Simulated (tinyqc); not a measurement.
# Rectangular fin or nanosheet with a gate all round, subbands and threshold shift from confinement: confinement against the height

Undoped body with a flat potential across it, hard walls, transport along x. Three valley pairs (g = 2 each) with the longitudinal mass along x, y or z. Non-parabolicity enters the subband edges through E (1 + al E) = gamma, so E = 2 gamma/(1 + sqrt(1 + 4 al gamma)); motion within a subband is taken as parabolic with the band-edge mass. Energies are counted from the bulk band edge.

gamma = C pi^2 [a^2/(my (t + dl)^2) + b^2/(mz (H + dl)^2)], C = hbar^2/(2 m0). Each subband has N_k = g sqrt(2 mx m0 kB T/(pi hbar^2)); without degeneracy n = exp(EF/Vt) sum N_k exp(-E_k/Vt). Classical value Nc times t H, Nc = sum over valleys of 2 g (m m0 kB T/(2 pi hbar^2))^1.5 with m = (mx my mz)^(1/3). Threshold shift dVT = Vt ln(classical value/sum N_k exp(-E_k/Vt)). With degeneracy n = sum N_k F((EF - E_k)/Vt), F(x) = (1/sqrt(pi)) int_0^infinity u^(-1/2) du/(1 + exp(u - x)); gate: Vg = EF + q n/(Cg P), P = 2 (t + H), summed over the 60 lowest subbands at most, with Vg counted from the value that would put EF at the bulk band edge of an empty body. The last two columns are for Vg = 0.7 V; sensitivity d(dVT)/dH by central differences between 0.99 and 1.01 times the value.

Parameters, values chosen for the exercise; masses close to those of silicon: temperature T = 300 K; longitudinal mass ml = 0.9 m0; transverse mass mt = 0.193 m0; non-parabolicity al = 0 1/eV; width (along y) t = 8.9 nm; widening of the box by penetration into the insulator dl = 0 nm; gate capacitance per area of interface Cg = 2.4 uF/cm^2.

Constants: q = 1.602176634e-19 C, kB = 1.380649e-23 J/K, hbar = 1.054571817e-34 J s, m0 = 9.1093837015e-31 kg, Vt = kB T/q, hbar^2/(2 m0) = 0.0380998212 eV nm^2. Results are converted to the units shown.

Results:
```
H (nm),E_1 (meV),gap to the next edge (meV),dVT (mV),sensitivity (mV/nm),n/P (cm^-2),share of the lowest subband (%)
5.3,39.47,35.16,51.56,-10.19,9.069e12,24.08
7.1,32.89,11.04,38.37,-4.955,9.376e12,17.55
9.5,26.86,2.364,30.52,-2.136,9.578e12,13.48
17,12.02,14.03,22.83,-0.4957,9.843e12,8.919
23,8.958,11.05,20.72,-0.2496,9.930e12,6.877
30,7.440,6.494,19.42,-0.1395,9.983e12,5.425
40,6.492,3.653,18.39,-0.07540,1.001e13,4.221
```

Estimate the missing row, H = 13 nm.

Computed row:
```
H (nm),E_1 (meV),gap to the next edge (meV),dVT (mV),sensitivity (mV/nm),n/P (cm^-2),share of the lowest subband (%)
13,16.80,10.27,25.56,-0.9422,9.740e12,11.00
```

With this row back in the table: As H grows from 5.3 to 40 nm, E_1 falls from 39.5 to 6.49 meV and dVT falls from 51.6 to 18.4 mV. E_1 goes as H^(-0.62) at the thin end; an error of 0.2 nm moves the threshold by 2.0 mV in the first row and 0.015 mV in the last. The charge per interface area rises from 9.07e12 to 1.00e13 cm^-2. In every row the charge in the last two columns would bend the potential across the body noticeably, which is left out.

tinyqc, about 0.2 s, one thread, Intel Xeon 2.30GHz (shared host): `OMP_NUM_THREADS=1 python tinyqc.py 2350086 2350087 out.jsonl`
